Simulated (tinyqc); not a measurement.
Hubbard chain of 6 sites, step by step. Computed by tinyqc, a small Python program that keeps every step. Settings: hopping = 0.75, U = 3.0, mixing = 1, iteration cap = 85. Command: `OMP_NUM_THREADS=1 python tinyqc.py 22923 22924 out.jsonl` (the two numbers bound the seeds that draw the settings). One thread of a shared host (Intel(R) Xeon(R) Processor @ 2.60GHz), about 0.2 s of CPU time with the checks. Later iterations appear only in the table of the cycle.

## Mean-field iteration 1

one-body matrix (hopping and site energies) (eV), lower triangle:
```
          1         2         3         4         5        6
1  -0.55000
2  -0.75000   0.24000
3   0.00000  -0.75000  -0.79000
4   0.00000   0.00000  -0.75000  -0.73000
5   0.00000   0.00000   0.00000  -0.75000  -0.58000
6   0.00000   0.00000   0.00000   0.00000  -0.75000  0.57000
```

U = 3.00000 eV

electrons, up and down: 3  1

mixing = 1

n(up) at the start (a guess, not normalised): 1 0.95000, 2 0.05000, 3 0.95000, 4 0.05000, 5 0.95000, 6 0.05000

n(down) at the start (a guess): 1 0.00000, 2 0.61700, 3 0.00000, 4 0.61700, 5 0.00000, 6 0.61700

H(up) = T + U n(down), H(down) = T + U n(up); fill the lowest levels; n(new) = n + mixing (n(out) - n); E = tr T (rho up + rho down) + U sum n_up n_down of the output.

levels, up (eV): -1.35285  -0.89586  -0.65501  1.51711  2.47316  2.62644

levels, down (eV): -0.98961  -0.05333  0.47052  2.24172  2.65693  2.83377

energy = -4.19901 eV

n(up) after iteration 1: 1 0.94178, 2 0.09798, 3 0.88709, 4 0.15736, 5 0.87262, 6 0.04316

n(down) after iteration 1: 1 0.00141, 2 0.02711, 3 0.07040, 4 0.83580, 5 0.05474, 6 0.01054

## Mean-field iteration 2

As before.

levels, up (eV): -1.37454  -0.97686  -0.61869  0.86705  1.01781  2.24523

levels, down (eV): -0.75689  0.05561  0.44948  2.11671  2.54689  2.74819

energy = -4.45140 eV

n(up) after iteration 2: 1 0.82807, 2 0.29334, 3 0.82360, 4 0.10350, 5 0.76948, 6 0.18202

n(down) after iteration 2: 1 0.00269, 2 0.04405, 3 0.09567, 4 0.76387, 5 0.07407, 6 0.01964

## Convergence

Each step fills the lowest levels of T + U n(other spin) and sets n(new) = n + mixing (n(out) - n); stop when output and input agree to 1e-8.

Course of the cycle:
```
iteration      E (eV)  largest |n(out) - n(in)|  mean |n_up - n_down|
1          -4.1990056                  6.06e-01               0.55948
2          -4.4513987                  1.95e-01               0.55346
3          -4.4683135                  4.05e-02               0.56104
4          -4.4697572                  1.44e-02               0.56022
5          -4.4698865                  5.06e-03               0.56090
6          -4.4699046                  2.13e-03               0.56061
7          -4.4699077                  8.35e-04               0.56071
8          -4.4699083                  3.97e-04               0.56065
9          -4.4699084                  1.52e-04               0.56066
10         -4.4699084                  7.45e-05               0.56065
11         -4.4699084                  2.84e-05               0.56065
12         -4.4699084                  1.40e-05               0.56065
13         -4.4699084                  5.31e-06               0.56065
14         -4.4699084                  2.62e-06               0.56065
15         -4.4699084                  9.97e-07               0.56065
16         -4.4699084                  4.92e-07               0.56065
17         -4.4699084                  1.87e-07               0.56065
18         -4.4699084                  9.24e-08               0.56065
19         -4.4699084                  3.51e-08               0.56065
20         -4.4699084                  1.73e-08               0.56065
21         -4.4699084                  6.59e-09               0.56065
```

local moments n_up - n_down: 1 0.82455, 2 0.28854, 3 0.71962, 4 -0.68196, 5 0.66691, 6 0.18234

Converged in 21 iterations. Before convergence this energy mixes input and output and is not variational, so it may rise towards its limit.

## Exact diagonalisation (120 states)

Lowest levels of the sector, and the double occupancy of the lowest state.

lowest levels (eV): -4.74389  -4.29618  -4.00942  -3.85807  -3.73814  -3.45938

double occupancy per site = 0.03270

The mean-field solution above lies 0.2740 eV above the exact energy.

## The lowest level by Lanczos steps

From a random start vector (not printed): a_j = <q_j|H|q_j>, b_j = norm of the remainder after orthogonalising; the Ritz value is the lowest eigenvalue of the tridiagonal matrix of a and b so far.

Lanczos:
```
j   a_j (eV)  b_j (eV)  lowest Ritz value (eV)
1   -0.58560   2.81036              -0.5856011
2    0.15509   2.85737              -3.0499073
3    0.73477   2.79221              -3.9428774
4    0.57597   2.91928              -4.3191736
5    0.47792   2.60506              -4.5492076
6    0.55690   2.40995              -4.6674979
7    0.75871   2.36701              -4.7123412
8    0.07968   2.43511              -4.7299243
9    0.45311   2.37645              -4.7383836
10   0.81556   2.30361              -4.7417927
```
